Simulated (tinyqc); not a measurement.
Thin-body film or fin with hard walls, valleys of the Si type: one step. Effective density of states and threshold shift. Two cases, with inputs chosen for the exercise.

Problem. Sum the subbands; 1/angstrom^2 = 1e16/cm^2 and 1/angstrom^3 = 1e24/cm^3.

A film of thickness t between hard walls, flat band inside: E_n = c (n pi/t)^2/m_z above the bulk edge, c = hbar^2/2m0. Without degeneracy the sheet density is N2 exp((EF - Ec)/kB T) with N2 = sum_i g m_d/(2 pi c) kB T exp(-E_i/kB T) over n = 1 to 40 of each group; a classical film has t Nc with Nc = 2 g_all (m_dos kB T/(4 pi c))^(3/2), m_dos = (ml mt^2)^(1/3). The threshold shift is dVt = kB T ln(t Nc/N2).

Constants: hbar^2/2m0 = 3.80998211 eV angstrom^2; kB = 8.617333262e-05 eV/K.

Case 1.

Values chosen (near those of Si; shifted at random, so the results belong to these values and not to a real crystal):
- t = 82 angstrom (body thickness)
- ml = 0.904 m0 (longitudinal mass)
- mt = 0.188 m0 (transverse mass)
- T = 77 K (temperature)
- g_all = 6 (number of valleys)

Valleys (masses in m0):
```
valleys g  cos^2(theta)       m_z       m_1       m_2       m_d
4              0.500000  0.311267  0.188000  0.546000  0.320387
2              0.000000  0.188000  0.188000  0.904000  0.412252
```

Case 2.

Values chosen (near those of Si; shifted at random, so the results belong to these values and not to a real crystal):
- t = 38 angstrom (body thickness)
- ml = 0.925 m0 (longitudinal mass)
- mt = 0.193 m0 (transverse mass)
- T = 300 K (temperature)
- g_all = 6 (number of valleys)

Valleys (masses in m0):
```
valleys g  cos^2(theta)       m_z       m_1       m_2       m_d
4              0.500000  0.319365  0.193000  0.559000  0.328462
2              0.000000  0.193000  0.193000  0.925000  0.422522
```

Give: terms of N2 by group; Nc; t Nc; dVt.

Solution.

Case 1.

terms of N2 by group (1e12/cm^2): 0.2370  0.02582

Nc = 0.350 x 1e19/cm^3
t Nc = 2.870 x 1e12/cm^2
dVt = 15.9 mV

Confinement leaves 9.2 % of the classical states; the heaviest group holds 90 % of the electrons, against 67 % in the bulk.

Case 2.

terms of N2 by group (1e12/cm^2): 0.6056  0.04939

Nc = 2.795 x 1e19/cm^3
t Nc = 10.620 x 1e12/cm^2
dVt = 72.0 mV

Confinement leaves 6.2 % of the classical states; the heaviest group holds 92 % of the electrons, against 67 % in the bulk.

Computed by tinyqc, one run a case: `OMP_NUM_THREADS=1 python tinyqc.py N N+1 out.jsonl` with N = 1281445, 1281624; one thread of a shared Intel(R) Xeon(R) Processor @ 2.30GHz, about 0.01 s a run at most.
